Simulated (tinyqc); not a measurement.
# CMOS inverter, nodal equation and switching: what changes with what

An n-channel pull-down (bn, VTn) and a p-channel pull-up (bp, VTp) share the input Vin and the output node Vout, which carries the load C. Transistor (EKV form, voltages against the body): I = 2 n b Vt^2 [F(vp - Vs) - F(vp - Vd)] from drain to source, F(v) = ln^2(1 + exp(v/(2 Vt))), vp = (Vg - VT + sg |Vd - Vs|)/n. n-channel bodies are at 0; for the p-channel device all voltages are counted down from Vdd. b in uA/V^2 gives I in uA. Static: In = Ip. Transient: C dVout/dt = Ip - In. No velocity saturation, no gate capacitance beyond C.

Inputs (values chosen for the exercise): temperature T = 273 K; supply voltage Vdd = 1.2 V; slope factor n = 1.21; drain-induced barrier lowering sg = 0.074; n-channel threshold VTn = 0.41 V; p-channel threshold (magnitude) VTp = 0.3 V; gain factor of the pull-down transistor bn = 730 uA/V^2; gain factor of the pull-up transistor bp = 220 uA/V^2; load capacitance C = 0.81 fF.

Constants: q = 1.602176634e-19 C, kB = 1.380649e-23 J/K, Vt = kB T/q. Results are converted to the units shown.

Each table varies one quantity; the others keep the values above.

## Effect of the drain-induced barrier lowering

VM solves In = Ip with Vin = Vout; VIL and VIH are the inputs of gain -1, NML = VIL - Vout(VIH), NMH = Vout(VIL) - VIH. For a step input the delay to Vdd/2 is tHL = C times the integral of dV/(In - Ip) from Vdd/2 to Vdd at Vin = Vdd, and tLH likewise with Ip - In from 0 to Vdd/2 at Vin = 0.

Effect of the drain-induced barrier lowering:
```
sg	VM (V)	gain at VM	NML (V)	NMH (V)	tHL (ps)	tLH (ps)
0.01	0.5806	-100.0	0.4471	0.5251	2.526	6.496
0.04	0.5764	-25.00	0.4173	0.5091	2.364	6.135
0.07	0.5724	-14.29	0.3877	0.4932	2.219	5.805
0.1	0.5685	-10.00	0.3583	0.4775	2.087	5.504
0.13	0.5649	-7.692	0.3294	0.4618	1.968	5.229
0.16	0.5614	-6.250	0.3009	0.4463	1.859	4.975
0.19	0.5580	-5.263	0.2729	0.4308	1.759	4.743
0.22	0.5548	-4.545	0.2455	0.4153	1.668	4.528
```

As sg goes from 0.01 to 0.22, VM falls from 0.581 to 0.555 V, the size of the gain falls from 100 to 4.55, tHL falls from 2.53 to 1.67 ps and tLH falls from 6.50 to 4.53 ps. The smaller margin is largest, 0.447 V, at sg = 0.01 among the rows. Barrier lowering gives both transistors an output conductance, which caps the gain. In every row the overdrive passes 0.5 V, where velocity saturation, left out here, would lengthen the delays of short devices.

## Energy per operation against supply voltage

A chain of 20 such gates sets the cycle time tc = 20 (tHL + tLH)/2; per gate and cycle the switching energy is 0.02 C Vdd^2 and the leakage energy Vdd Ileak tc, Ileak the mean supply current at Vin = 0 and Vdd.

Energy per operation against supply voltage:
```
Vdd (V)	tc (ns)	switching (aJ)	leakage (aJ)	total (aJ)
0.15	4961	0.3645	4.521	4.885
0.2	1015	0.6480	1.413	2.061
0.25	209.6	1.012	0.4158	1.428
0.3	45.49	1.458	0.1233	1.581
0.35	11.38	1.984	0.04096	2.025
0.4	3.649	2.592	0.01709	2.609
0.5	0.8610	4.050	0.006530	4.057
0.6	0.4011	5.832	0.004728	5.837
0.8	0.1775	10.37	0.004678	10.37
1	0.1107	16.20	0.006106	16.21
```

What does the table show?

The total energy goes from 4.89 through a minimum of 1.43 (at Vdd = 0.25 V among the rows listed) to 16.2 aJ, while the cycle time falls from 4960 to 0.111 ns. Leakage makes up 93 % of the total in the first row and 0.038 % in the last. Below threshold the cycle lengthens exponentially and leakage flows for all of it, hence the minimum. At Vdd = 1 V the overdrive passes 0.5 V, where velocity saturation, left out here, would lengthen the delays of short devices. For Vdd = 0.15 to 0.4 V the supply is below a threshold, where mismatch, left out here, dominates margins and delay.

## Effect of the slope factor

Same model as above.

Results:
```
n	VM (V)	gain at VM	NML (V)	NMH (V)	tHL (ps)	tLH (ps)
1	0.5724	-13.51	0.3655	0.4890	1.839	4.878
1.2	0.5719	-13.51	0.3830	0.4910	2.183	5.719
1.3	0.5715	-13.51	0.3903	0.4918	2.362	6.170
1.4	0.5711	-13.51	0.3966	0.4926	2.543	6.631
1.5	0.5705	-13.51	0.4021	0.4934	2.724	7.100
1.6	0.5699	-13.51	0.4067	0.4944	2.905	7.571
```

Estimate the missing row, n = 1.1.

Computed row:
```
n	VM (V)	gain at VM	NML (V)	NMH (V)	tHL (ps)	tLH (ps)
1.1	0.5722	-13.51	0.3747	0.4901	2.008	5.286
```

With this row back in the table: As n goes from 1 to 1.6, VM stays near 0.571 V, the size of the gain stays near 13.5, tHL rises from 1.84 to 2.91 ps and tLH rises from 4.88 to 7.57 ps. The smaller margin is largest, 0.407 V, at n = 1.6 among the rows. In every row the overdrive passes 0.5 V, where velocity saturation, left out here, would lengthen the delays of short devices.

Program tinyqc, `OMP_NUM_THREADS=1 python tinyqc.py 2340048 2340049 out.jsonl`; Intel Xeon 2.30GHz, shared host, one thread, about 0.03 s.
